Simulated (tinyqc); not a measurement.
Inside a calculation: spherical quantum dot. Values are carried at full precision from step to step, so a last printed digit may differ when a step is redone from the rounded ones.

With hard walls E = c (x/R)^2/mw, x a zero of j_l: 1s 3.141593; 2s 6.283185; 1p 4.493409; 2p 7.725252; 1d 5.763459; 2d 9.095011; 1f 6.987932; 2f 10.417119.

Constants: hbar^2/2m0 = 3.80998211 eV angstrom^2; e^2/(4 pi eps0) = 14.39964547 eV angstrom; Ry = 13.60569312 eV; a0 (Bohr radius) = 0.5291772105 angstrom; hc = 1239.841984 eV nm.

Values chosen for the exercise (near those of an InGaAs dot in InAlAs; the results hold for these values, not for the real material): R = 84 angstrom (radius); mw = 0.0405 m0 (mass inside); V0 = 0.526 eV (barrier height); mb = 0.0781 m0 (mass outside); E = 0.0859 eV (trial energy); Eg = 0.821 eV (bulk gap); mh = 0.45 m0 (hole mass); eps = 12.9 (dielectric constant inside); eps_o = 2.1 (dielectric constant beyond a thin barrier shell (oxide or ligands)).

## Hard-wall levels

The six lowest of these, with their orbital degeneracy; c = hbar^2/2m0.

Hard walls:
```
state  degeneracy       x  E (eV)
1s              1  3.1416  0.1316
1p              3  4.4934  0.2692
1d              5  5.7635  0.4429
2s              1  6.2832  0.5263
1f              7  6.9879  0.6510
2p              3  7.7253  0.7957
```

Shells close, with spin and per valley, at 2, 8, 18, 20 electrons; levels above about 0.3 eV are beyond a parabolic mass, and anisotropic valleys split the shells. The real barrier, V0 = 0.526 eV, lies below 3 values at the end of the list.

## The matching condition at a trial energy

A sphere of radius R, isotropic masses, c = hbar^2/2m0, k = sqrt(mw E/c), kappa = sqrt(mb (V0 - E)/c). State n l is the spherical Bessel function j_l(k r) inside and k_l(kappa r) outside; psi and psi'/m are continuous: (k/mw) j_l'(kR)/j_l(kR) = (kappa/mb) k_l'(kappa R)/k_l(kappa R). For l = 0 this reads kR cot(kR) = 1 - (mw/mb)(1 + kappa R).

Both sides for the lowest state, in the form for l = 0.

k R = 2.5383
kappa R = 7.9785
left side = -3.6841
right side = -3.6559

The left side falls with E and the right side rises; here the left is the smaller, so the level lies below the trial energy.

## Bound levels

All roots below V0 for angular numbers 0 to 3, two each at most; the last column is the ratio to the hard-wall level.

Finite barrier:
```
state  degeneracy  E (eV)     k R  E/E(hard)
1s              1  0.0857  2.5354      0.651
1p              3  0.1759  3.6319      0.653
1d              5  0.2882  4.6492      0.651
2s              1  0.3482  5.1104      0.662
1f              7  0.4180  5.5992      0.642
2p              3  0.5120  6.1968      0.643
```

6 levels of these are bound; the lowest reaches 65 % of its hard-wall value.

## Lowest optical transition

Brus estimate with the correlation term of Kayanuma, both carriers between hard walls: E = Eg + c (pi/R)^2 (1/mw + 1/mh) - 1.786 q/(eps R) - 0.248 Ry*, with q = e^2/(4 pi eps0), Ry* = Ry mu/eps^2, 1/mu = 1/mw + 1/mh, a* = a0 eps/mu, c = hbar^2/2m0. It assumes R below about a*.

Give the terms and the wavelength hc/E.

mu = 0.0372 m0
a* = 183.7 angstrom

confinement, Coulomb and correlation terms (eV): [0.1434, -0.0237, -0.0008]

E = 0.9399 eV
wavelength = 1319.1 nm

R/a* = 0.46: strong confinement, as the formula assumes. For the electron, hard walls give 46 meV more than the finite barrier.

## Charging energy

Two electrons in the hard-wall 1s state repel by U = 1.786 q/(eps R) + q (1/eps_o - 1/eps)/R, the second term from the polarisation of the surface; q = e^2/(4 pi eps0). The addition energies are U for the second electron and U + E(1p) - E(1s) for the third, with U taken as constant and hard-wall levels.

direct term = 23.7 meV
polarisation term = 68.3 meV

addition energies (meV): [92.1, 229.7]

## Checks

- Lowest level by radial finite differences against the matching condition, eV: both 0.0857.

Computed by tinyqc, a small Python program: `OMP_NUM_THREADS=1 python tinyqc.py 1250597 1250598 out.jsonl` (the numbers bound the seed that draws the inputs); one thread of a shared host (Intel(R) Xeon(R) Processor @ 2.30GHz), about 0.06 s for the whole set of steps.
